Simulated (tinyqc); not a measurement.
Worked calculation: power iteration on a symmetric matrix. Computed by tinyqc, a small Python program that keeps every step. Settings: method = power, shift = -0.05. Command: `OMP_NUM_THREADS=1 python tinyqc.py 31897 31898 out.jsonl` (the two numbers bound the seeds that draw the settings). One thread of a shared host (Intel(R) Xeon(R) Processor @ 2.60GHz), about 0.01 s of CPU time with the checks.

A:
```
           1          2          3          4          5
1   0.626000  -0.604000  -0.523000  -0.973000  -0.592000
2  -0.604000   0.942000  -0.129000  -0.335000   0.481000
3  -0.523000  -0.129000   1.985000  -0.238000  -1.310000
4  -0.973000  -0.335000  -0.238000   2.020000  -0.188000
5  -0.592000   0.481000  -1.310000  -0.188000   2.418000
```

Stop when the residual |A v - lambda v| is below 1e-9.

Steps:
```
step      lambda  residual
1     1.82557515  1.46e+00
2     2.90295989  8.06e-01
3     3.25453352  5.97e-01
4     3.43961519  4.40e-01
5     3.53412731  3.13e-01
6     3.58064585  2.20e-01
7     3.60334385  1.54e-01
8     3.61441892  1.08e-01
9     3.61983012  7.56e-02
10    3.62247681  5.29e-02
11    3.62377216  3.70e-02
12    3.62440637  2.59e-02
13    3.62471694  1.81e-02
14    3.62486903  1.27e-02
15    3.62494352  8.88e-03
16    3.62498001  6.22e-03
17    3.62499788  4.35e-03
18    3.62500663  3.04e-03
19    3.62501091  2.13e-03
20    3.62501301  1.49e-03
21    3.62501404  1.04e-03
22    3.62501455  7.30e-04
23    3.62501479  5.11e-04
24    3.62501491  3.58e-04
25    3.62501497  2.50e-04
26    3.62501500  1.75e-04
27    3.62501502  1.23e-04
28    3.62501502  8.58e-05
29    3.62501503  6.01e-05
30    3.62501503  4.20e-05
```

Can the last value be used, and what does the course show?

Not by the stop rule, although the second column moves by less than 1e-07 over the last three steps. Not converged in 30 steps: the residual falls only by the ratio of the two largest distances of eigenvalues from the shift, 0.70 a step. all eigenvalues, for comparison: -0.573453  0.659952  1.757528  2.521958  3.625015.
